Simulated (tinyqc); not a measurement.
What moves the plasmon: plasmons of a degenerate electron gas in the random-phase approximation.

Zero temperature, parabolic band: kF = (3 pi^2 n)^(1/3), EF = c kF^2/m, Ep^2 = 8 pi c e2 n/(m eb), qTF^2 = 6 pi e2 n/(eb EF), c = hbar^2/2m0, e2 = e^2/(4 pi eps0), n in 1/angstrom^3 (1e-24 per 1/cm^3).

Lindhard function: eps(q, E)/eb = 1 + (qTF/q)^2 (f1 + i f2) with z = q/(2 kF), u = E/(hbar vF q), hbar vF = 2 c kF/m; f1 = 1/2 + [h(z - u) + h(z + u)]/(8 z), h(x) = (1 - x^2) ln|(x + 1)/(x - 1)|; f2 = pi u/2 for z + u < 1, (pi/(8 z))(1 - (z - u)^2) for |z - u| < 1 < z + u, else 0. Pairs exist for c (q^2 - 2 q kF)/m < E < c (q^2 + 2 q kF)/m.

Constants: hbar^2/2m0 = 3.80998211 eV angstrom^2; e^2/(4 pi eps0) = 14.39964547 eV angstrom.

Parameters, chosen for this exercise (a free-electron density near that of Al; shifted at random, so the results belong to these values and not to a real crystal):
```
symbol  value    unit        meaning
n       1.8e+23  1/cm^3      electron density
m       1        m0          mass
eb      1                    background dielectric constant
qp      0.535    1/angstrom  wave vector of the plasmon
```

The plasmon is taken at qp.

Results for these values:
```
case  Ep (eV)  plasmon at qp (eV)  qc (1/angstrom)
base    15.75               16.75            1.292
```

What happens to each result for m = 1.15 m0, all else kept?

Answer: Ep falls from 15.75 to 14.69; plasmon at qp falls from 16.75 to 15.50; qc rises from 1.292 to 1.361.

The same for each parameter in turn:
```
case                   Ep (eV)  plasmon at qp (eV)  qc (1/angstrom)
base                     15.75               16.75            1.292
n = 2.16e+23 1/cm^3      17.26               18.28            1.341
m = 1.15 m0              14.69               15.50            1.361
eb = 1.1                 15.02               16.07            1.246
qp = 0.374 1/angstrom    15.75               16.23            1.292
```

tinyqc: `OMP_NUM_THREADS=1 python tinyqc.py 1652373 1652374 out.jsonl`; about 0.01 s, one thread, shared Intel(R) Xeon(R) Processor @ 2.30GHz.
